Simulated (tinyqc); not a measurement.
From edge over centre, linear back to mean current density: electroplating on a thin resistive seed layer: kinetics, Wagner number and the terminal effect across a wafer. Computed by tinyqc, a small Python program. Command: `OMP_NUM_THREADS=1 python tinyqc.py 3120417 3120418 out.jsonl terminal inv`. One thread of a shared host (Intel(R) Xeon(R) Processor @ 2.30GHz), about 0.07 s of CPU time with the checks.

Current enters the seed at the rim. The bath is treated as a local resistance per area (no lateral flow in the liquid), two electrons per ion, molar volume 7.11 cm^3/mol, Faraday constant F = e N_A, kinematic viscosity 0.01 cm^2/s, omega = 2 pi x rpm/60; k_B T/e is in volts.

Inputs (values chosen for the exercise, of the order of those for copper plating from an acid sulfate bath):
```
quantity                               value         unit
wafer radius R                            15           cm
seed thickness t                          31           nm
seed resistivity                          13  microohm cm
bath conductivity kappa                 0.11         S/cm
gap to the anode h                       8.4           cm
extra resistance of a porous plate         0     ohm cm^2
exchange current density i_0            0.32      mA/cm^2
cathodic transfer coefficient alpha      0.8            -
diffusivity of the metal ion         5.7e-06       cm^2/s
metal ion concentration                 0.82        mol/L
rotation rate                             30          rpm
temperature T                            298            K
```

Constants: e = 1.602176634e-19 C; N_A = 6.02214076e+23 1/mol; k_B = 8.617333262e-05 eV/K.

Method:
- Growth rate = i V_m/(2 F). Levich limit i_L = 0.62 x 2 F D^(2/3) omega^(1/2) nu^(-1/6) c. Tafel overpotential eta = (k_B T/(alpha e)) ln(i/i_0); kinetic resistance k_B T/(alpha e i); bath resistance h/kappa + plate; R_s = resistivity/t; Wagner number = kinetic resistance x kappa/R.
- Linearised: with R_t = kinetic + bath resistance the current density obeys (1/r)(r i')' = i R_s/R_t, so i = A I_0(r/l), l = sqrt(R_t/R_s); with x = R/l, edge/centre = I_0(x) and edge/mean = x I_0(x)/(2 I_1(x)).
- Voltage drop in the seed for a uniform current: i R_s R^2/4.

Question. A run gave the result below. Find the mean current density, known to lie between 8.4 and 19 mA/cm^2.

edge over centre, linear = 7.184651

Answer.

Each step takes the trial c = (a f_b - b f_a)/(f_b - f_a), f being the result less the target and a, b, c the logarithms of the listed values; c replaces end b, the old b replaces a if the sign of f changed, and otherwise f_a is halved.

Scan of the range:
```
mean current density (mA/cm^2)  edge over centre, linear
8.40                                             6.95914
9.62                                             7.02011
11.00                                            7.07370
12.60                                            7.12186
14.50                                            7.16584
16.60                                            7.20318
19.00                                            7.23608
```

False position (Illinois rule, in the logarithm of the input) inside the bracket:
```
step    end a    end b    trial  edge over centre, linear
1     14.5000  16.6000  15.5226                   7.18523
2     14.5000  15.5226  15.4613                   7.18414
3     15.5226  15.4613  15.4900                   7.18465
4     15.4613  15.4900  15.4900                   7.18465
```

Edge over centre, linear rises at every point of a 13-point scan of the range (every second point is shown), so one value fits; it is bracketed by 14.5 and 16.6. Answer: mean current density = 15.49 mA/cm^2.
